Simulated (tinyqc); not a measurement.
# Six-transistor SRAM cell, nodal equations and margins: what changes with what

Two cross-coupled inverters (pull-down bn, pull-up bp) hold the nodes Q and QB; access transistors (ba, threshold VTn, gate on the word line at Vdd when selected) join them to the bit lines. Transistor (EKV form, voltages against the body): I = 2 n b Vt^2 [F(vp - Vs) - F(vp - Vd)] from drain to source, F(v) = ln^2(1 + exp(v/(2 Vt))), vp = (Vg - VT + sg |Vd - Vs|)/n. n-channel bodies are at 0; for the p-channel device all voltages are counted down from Vdd. b in uA/V^2 gives I in uA. For an access transistor the bit line is the drain and the node the source. In a read both bit lines are at Vdd. The cell is symmetric (no mismatch).

Inputs (values chosen for the exercise):
- T = 300 K (temperature)
- Vdd = 0.5 V (supply voltage)
- n = 1.13 (slope factor)
- sg = 0.095 (drain-induced barrier lowering)
- VTn = 0.36 V (n-channel threshold)
- VTp = 0.4 V (p-channel threshold (magnitude))
- bn = 240 uA/V^2 (gain factor of the pull-down transistor)
- ba = 240 uA/V^2 (gain factor of the access transistor)
- bp = 130 uA/V^2 (gain factor of the pull-up transistor)

Constants: q = 1.602176634e-19 C, kB = 1.380649e-23 J/K, Vt = kB T/q. Results are converted to the units shown.

Each table varies one quantity; the others keep the values above.

## Effect of the gain factor of the access transistor

f(x) is the node voltage of one half-cell for input x: In = Ip in hold, In = Ip + Ia in a read. Static noise margin: side of the largest square between the curve (x, f(x)) and its mirror image (f(y), y); with h(c) the root x of f(x) - x = c, it is the maximum over c > 0 of h(c) - h(-c) + c. Q is the low node in a read and Iread the current of its access transistor. The write trip is the voltage to which the bit line of the high node must fall (the other staying at Vdd) for that state to vanish; higher is easier, and a negative value means that a grounded bit line does not write.

The same in every row: hold margin (mV) = 190.4.

Results:
```
ba (uA/V^2)	read margin (mV)	Q in a read (mV)	Iread (uA)	write trip (mV)
60	106.7	23.89	0.6968	67.82
120	91.84	40.07	1.096	118.1
160	85.61	48.40	1.279	136.3
220	78.73	58.51	1.481	155.2
310	71.33	70.18	1.690	174.5
```

Estimate the missing row, ba = 83 uA/V^2.

Computed row:
```
ba (uA/V^2)	read margin (mV)	Q in a read (mV)	Iread (uA)	write trip (mV)
83	99.78	30.75	0.8728	92.66
```

With this row back in the table: As ba goes from 60 to 310 uA/V^2, the read margin falls from 107 to 71.3 mV, the write trip rises from 67.8 to 175 mV and Iread rises from 0.697 to 1.69 uA. The read margin is 0.56 of the hold margin in the first row and 0.37 in the last. Read stability and write ability pull in opposite directions. For ba = 83 to 310 uA/V^2 the read margin is under 100 mV, which threshold mismatch, left out here, can use up in a large array.

## Effect of the n-channel threshold

Same model as above.

Result of one run:
```
VTn (V)	hold margin (mV)	read margin (mV)	Q in a read (mV)	Iread (uA)	write trip (mV)
0.44	198.6	101.1	50.06	0.4915	92.02
```

What becomes of these results when the n-channel threshold VTn is changed from 0.44 to 0.5 V, all else the same?

Result of the changed run:
```
VTn (V)	hold margin (mV)	read margin (mV)	Q in a read (mV)	Iread (uA)	write trip (mV)
0.5	184.6	118.4	45.10	0.1434	42.24
```

The whole series:
```
VTn (V)	hold margin (mV)	read margin (mV)	Q in a read (mV)	Iread (uA)	write trip (mV)
0.26	153.3	37.86	81.44	3.835	252.0
0.32	177.2	63.12	68.79	2.328	195.6
0.38	195.3	83.16	58.10	1.207	142.9
0.44	198.6	101.1	50.06	0.4915	92.02
0.5	184.6	118.4	45.10	0.1434	42.24
```

As VTn goes from 0.26 to 0.5 V, the read margin rises from 37.9 to 118 mV, the write trip falls from 252 to 42.2 mV and Iread falls from 3.84 to 0.143 uA. The read margin is 0.25 of the hold margin in the first row and 0.64 in the last. Read stability and write ability pull in opposite directions. For VTn = 0.26 to 0.38 V the read margin is under 100 mV, which threshold mismatch, left out here, can use up in a large array.

Program tinyqc, `OMP_NUM_THREADS=1 python tinyqc.py 2340059 2340060 out.jsonl`; Intel Xeon 2.30GHz, shared host, one thread, about 0.1 s.
